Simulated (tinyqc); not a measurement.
Pariser-Parr-Pople SCF with singles CI, for the molecule c1c[cH+]ncnc1 (SMILES; centres numbered as the heavy atoms are written), step by step. One step of it, computed by the program tinyqc.

Question. Iteration 1: Fock matrix. F_rr = H_rr + P_rr gamma_rr / 2 + sum_(s != r) P_ss gamma_rs; F_rs = H_rs - P_rs gamma_rs / 2; E = tr P (H + F) / 2 + core repulsion sum_(r<s) z_r z_s gamma_rs.

P at the start:
```
           1C         2C         3C         4N         5C         6N         7C
1C   0.778224   0.716881   0.315390  -0.195653  -0.201017   0.094997   0.499715
2C   0.716881   0.777796   0.499432   0.095256  -0.200923  -0.195825   0.315410
3C   0.315390   0.499432   0.575046   0.637033   0.083791  -0.239303   0.020316
4N  -0.195653   0.095256   0.637033   1.372624   0.592107  -0.011356  -0.239305
5C  -0.201017  -0.200923   0.083791   0.592107   0.548318   0.592103   0.083716
6N   0.094997  -0.195825  -0.239303  -0.011356   0.592103   1.372637   0.637016
7C   0.499715   0.315410   0.020316  -0.239305   0.083716   0.637016   0.575354
```

core matrix H (eV):
```
            1C          2C          3C          4N          5C          6N          7C
1C  -35.999244   -2.500000    0.000000    0.000000    0.000000    0.000000   -2.500000
2C   -2.500000  -35.997823   -2.500000    0.000000    0.000000    0.000000    0.000000
3C    0.000000   -2.500000  -36.061954   -2.620000    0.000000    0.000000    0.000000
4N    0.000000    0.000000   -2.620000  -39.371457   -2.620000    0.000000    0.000000
5C    0.000000    0.000000    0.000000   -2.620000  -36.145015   -2.620000    0.000000
6N    0.000000    0.000000    0.000000    0.000000   -2.620000  -39.371865   -2.620000
7C   -2.500000    0.000000    0.000000    0.000000    0.000000   -2.620000  -36.064195
```

repulsion gamma_rs (eV):
```
           1C         2C         3C         4N         5C         6N         7C
1C  11.130000   5.346553   3.773205   3.291324   3.243428   3.838182   5.346553
2C   5.346553  11.130000   5.345136   3.837531   3.243355   3.291528   3.773721
3C   3.773205   5.345136  11.130000   5.476035   3.772727   3.291225   3.243627
4N   3.291324   3.837531   5.476035  12.300000   5.476893   3.898426   3.291248
5C   3.243428   3.243355   3.772727   5.476893  11.130000   5.476035   3.772577
6N   3.838182   3.291528   3.291225   3.898426   5.476035  12.300000   5.476470
7C   5.346553   3.773721   3.243627   3.291248   3.772577   5.476470  11.130000
```

Centres (angstrom, eV; a flat drawing with bonds scaled to 1.40 angstrom):
```
centre          x          y  core charge z          W   gamma_rr
1C       1.613000   0.000000              1  11.160000  11.130000
2C       1.006000   1.261000              1  11.160000  11.130000
3C      -0.359000   1.573000              1  11.160000  11.130000
4N      -1.454000   0.700000              1  14.100000  12.300000
5C      -1.454000  -0.700000              1  11.160000  11.130000
6N      -0.359000  -1.573000              1  14.100000  12.300000
7C       1.006000  -1.261000              1  11.160000  11.130000
```

Give: F; pi energy.

Answer.

F (eV):
```
          1C        2C       3C        4N       5C        6N       7C
1C  -10.6994   -4.4164  -0.5950    0.3220   0.3260   -0.1823  -3.8359
2C   -4.4164  -10.6997  -3.8348   -0.1828   0.3258    0.3223  -0.5951
3C   -0.5950   -3.8348  -9.7989   -4.3642  -0.1581    0.3938  -0.0329
4N    0.3220   -0.1828  -4.3642  -11.9868  -4.2415    0.0221   0.3938
5C    0.3260    0.3258  -0.1581   -4.2415  -8.6725   -4.2412  -0.1579
6N   -0.1823    0.3223   0.3938    0.0221  -4.2412  -11.9858  -4.3643
7C   -3.8359   -0.5951  -0.0329    0.3938  -0.1579   -4.3643  -9.7977
```

pi energy = -87.1827 eV
